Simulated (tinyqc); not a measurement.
Strain as a design knob: strained quantum well: band edges, subbands and transparency.

Growth on (001), barriers unstrained: tr(e) = e (2 - nu2), Z = b e (1 + nu2); Ec = Ev + Eg + ac tr(e), E_HH = Ev + av tr(e) + Z, E_LH = Ev + av tr(e) - Z (coupling to the split-off band left out).

Masses along z: me, 1/(g1 - 2 g2) for HH, 1/(g1 + 2 g2) for LH, likewise in the barrier; in the plane me, 1/(g1 + g2) for HH and 1/(g1 - g2) for LH (no mixing, which understates the hole masses away from k = 0). Level n solves k L + 2 atan[(k/m)/(kappa/mb)] = n pi, k = sqrt(m E/c), kappa = sqrt(mb (V - E)/c), c = hbar^2/2m0.

Transparency (Bernard-Duraffourg): Fc - Fv equals the lowest transition energy with n = p, n = sum m/(2 pi c) kB T ln(1 + exp((Fc - E)/kB T)) and p likewise over the listed subbands; c = hbar^2/2m0, 1/angstrom^2 = 1e16/cm^2.

Constants: hbar^2/2m0 = 3.80998211 eV angstrom^2; kB = 8.617333262e-05 eV/K; hc = 1239.841984 eV nm.

Inputs chosen for the exercise (near those of an InGaAs/InP well; the results hold for these values, not for the real material): nu2 = 0.994 (2 C12/C11); Eg = 0.746 eV (unstrained gap of the well); Ev = -0.598 eV (its valence edge); ac = -6.1 eV; av = 1.08 eV (Ev moves by av tr(e)); b = -1.9 eV (shear potential); Egb = 1.348 eV (gap of the barrier); Evb = -0.94 eV (its valence edge); L = 84 angstrom (well width); me = 0.0438 m0 (electron mass); g1 = 13.62 (gamma1); g2 = 5.34 (gamma2); meb = 0.08 m0; g1b = 5.08; g2b = 1.6; T = 300 K (temperature); es = (-0.02, -0.014, -0.008, -0.003, 0, 0.003, 0.007, 0.012) (strains).

Only the strain is changed; the unstrained gap and the masses are kept.

Results:

| e (%) | wavelength (nm) | top hole | hh1 - lh1 (meV) | n_tr (1e12/cm^2) | share in top |
|---|---|---|---|---|---|
| -2.0 | 1435 | hh1 | 183 | 0.423 | 0.74 |
| -1.4 | 1463 | hh1 | 139 | 0.421 | 0.73 |
| -0.8 | 1494 | hh1 | 96 | 0.428 | 0.70 |
| -0.3 | 1521 | hh1 | 59 | 0.455 | 0.61 |
| 0.0 | 1538 | hh1 | 37 | 0.495 | 0.50 |
| 0.3 | 1555 | hh1 | 15 | 0.564 | 0.37 |
| 0.7 | 1609 | lh1 | -14 | 0.596 | 0.74 |
| 1.2 | 1726 | lh1 | -51 | 0.545 | 0.91 |

What can be read from this table?

n_tr is largest at e = +0.7 % (0.60), where hh1 - lh1 = -14 meV and the top subband holds 74 % of the holes, and smallest, 0.42, at -2.0 and -1.4 %. The top hole level turns from hh to lh, and the light from TE to TM, between +0.3 and +0.7 %. The wavelength runs from 1435 to 1726 nm.

tinyqc: `OMP_NUM_THREADS=1 python tinyqc.py 1282693 1282694 out.jsonl`; about 0.02 s, one thread, shared Intel(R) Xeon(R) Processor @ 2.30GHz.
